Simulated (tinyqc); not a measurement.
# Global model of a low-pressure process discharge: electron temperature, density, ion flux and ion energy, step by step

A worked calculation. Computed by tinyqc, a small Python program that keeps every step. Command: `OMP_NUM_THREADS=1 python tinyqc.py 3112585 3112586 out.jsonl plasma walk`. One thread of a shared host (Intel(R) Xeon(R) Processor @ 2.30GHz), about 0.01 s of CPU time with the checks. Intermediate numbers are printed to about 6 digits and carried at full precision; extremes and crossings named in words are read from the listed rows.

Maxwellian electrons with temperature T_e in eV, one positive ion, no negative ions, uniform bulk density n; rate constants have the Arrhenius form.

Inputs (values chosen for the exercise, of the order of those of an inductive discharge in a simple atomic gas):
```
quantity                          value   unit
ion mass M                           28      u
ionisation prefactor K0         5.4e-14  m^3/s
ionisation energy E_iz             14.2     eV
excitation prefactor X0         7.7e-15  m^3/s
excitation energy E_ex             10.4     eV
elastic rate constant K_el      6.4e-14  m^3/s
ion-neutral cross section       9.9e-19    m^2
pressure p                          1.2     Pa
gas temperature T_g                 400      K
radius R                             25     cm
height L                             12     cm
absorbed power P                   1000      W
bias power P_b                       16      W
radius of the biased electrode       15     cm
bias frequency                    13.56    MHz
mixing                              0.2      -
```

Constants: k_B = 1.380649e-23 J/K; e = 1.602176634e-19 C; u = 1.6605390666e-27 kg; m_0 = 9.1093837015e-31 kg; eps_0 = 8.8541878128e-12 F/m.

## Geometry factors

n_g = p/(k_B T_g); lambda_i = 1/(n_g sigma); h_L = 0.86/sqrt(3 + L/(2 lambda_i)), h_R = 0.8/sqrt(4 + R/lambda_i); A_eff = 2 pi R^2 h_L + 2 pi R L h_R; d_eff = pi R^2 L/A_eff.

gas density n_g = 2.17289e+20 1/m^3

ion mean free path = 0.464865 cm

h_L = 0.215628

h_R = 0.105246

A_eff = 1045.15 cm^2

d_eff = 22.5440 cm

## A fixed-point cycle for T_e

Particle balance: K0 exp(-E_iz/T_e) n_g d_eff = u_B, u_B = sqrt(e T_e/M). Cycle: T_out = T sqrt(loss/creation) with loss/creation = u_B/(K0 exp(-E_iz/T) n_g d_eff); T -> T + mixing (T_out - T), kept between 0.3 and 60 eV, from 3 eV; stop at |T_out - T| < 1e-9 eV or after 60 steps.

Course:
```
step   T (eV)  T_out (eV)  residual (eV)
0     3.00000     1.11513   -1.88487e+00
1     2.62303     1.32478   -1.29824e+00
2     2.36338     1.56570   -7.97682e-01
3     2.20384     1.78325   -4.20586e-01
4     2.11972     1.93023   -1.89492e-01
5     2.08183     2.00584   -7.59815e-02
6     2.06663     2.03803   -2.85967e-02
...       ...         ...            ...
17    2.05763     2.05763   -3.85321e-07
18    2.05763     2.05763   -1.38672e-07
19    2.05763     2.05763   -4.99059e-08
20    2.05763     2.05763   -1.79604e-08
21    2.05763     2.05763   -6.46371e-09
22    2.05763     2.05763   -2.32620e-09
23    2.05763     2.05763   -8.37165e-10
```

last residual = 8.37165e-10 eV

Converged in 24 steps.

## Electron temperature

Root found by bracketing.

T_e = 2.05763 eV

Bohm velocity u_B = 2662.78 m/s

K_iz = 5.43583e-17 m^3/s

## Energy per pair and density

E_c = E_iz + (X0 exp(-E_ex/T_e) E_ex + K_el (3 m_0/M) T_e)/K_iz; wall potential V_s = (T_e/2) ln(M/(2 pi m_0)); E_T = E_c + 2 T_e + T_e/2 + V_s; n = P/(e u_B A_eff E_T); ion current density J = e h_L n u_B; ionised share n/n_g.

collisional loss per pair E_c = 23.7435 eV

wall potential V_s = 9.26191 V

E_T = 38.1495 eV

plasma density n = 5.87877e+11 1/cm^3

ion current density J = 5.40800 mA/cm^2

ionised share = 0.00270550

Collisions take 62 % of the power and the walls the rest. T_e came from the particle balance alone; the power sets only n.

## Biased electrode

All bias power goes to ions: V_b = P_b/(J pi r^2). Debye length at the sheath edge lambda_D = sqrt(eps_0 T_e/(e h_L n)); Child-law sheath s = (sqrt2/3) lambda_D (2 V/T_e)^(3/4), V = V_b + V_s; ion transit time tau_i = 3 s sqrt(M/(2 e V)); collisions in the sheath s/lambda_i.

bias voltage V_b = 4.18553 V

lambda_D = 29.9507 micrometre

sheath width s = 0.0970573 mm

ion transit time = 30.2456 ns

transit time over bias period = 0.410131

s/lambda_i = 0.0208786

The sheath is nearly free of collisions.

## Pressure series at fixed power

n_g = p/(k_B T_g), lambda_i = 1/(n_g sigma), K_iz = K0 exp(-E_iz/T_e), h_L = 0.86/sqrt(3 + L/(2 lambda_i)), h_R = 0.8/sqrt(4 + R/lambda_i), A_eff = 2 pi R^2 h_L + 2 pi R L h_R and d_eff = pi R^2 L/A_eff follow p. E_c = E_iz + (X0 exp(-E_ex/T_e) E_ex + K_el (3 m_0/M) T_e)/K_iz; E_T = E_c + (5/2) T_e + (T_e/2) ln(M/(2 pi m_0)); n = P/(e u_B A_eff E_T); J = e h_L n u_B. Pressures without a root below 2 E_iz are left out.

Against pressure:
```
p (Pa)  T_e (eV)  E_c (eV)  E_T (eV)   n (1/cm^3)  J (mA/cm^2)
0.1      4.29183   17.8028   47.8510  1.54828e+11      4.06384
0.2      3.32724   18.8631   42.1579  2.29299e+11      4.71360
0.5      2.54230   20.8583   38.6576  3.73567e+11      5.26351
1.0      2.14391   23.0401   38.0502  5.35777e+11      5.41009
2.0      1.84732   26.0813   39.0148  7.56666e+11      5.31312
5.0      1.55824   32.1756   43.0853  1.14071e+12      4.83349
10.0     1.39257   39.5122   49.2619  1.47508e+12      4.23436
20.0     1.25873   51.5102   60.3228  1.78113e+12      3.46082
```

T_e falls from 4.29 to 1.26 eV, n changes by a factor 11.5 and J by 0.85; in J = P h_L/(A_eff E_T), E_T changes by a factor 1.26 and is least at 1 Pa, between wall losses at high T_e and excitation losses at low T_e.

Checks made by the program: cycle against bracketing (relative difference below 1e-10).
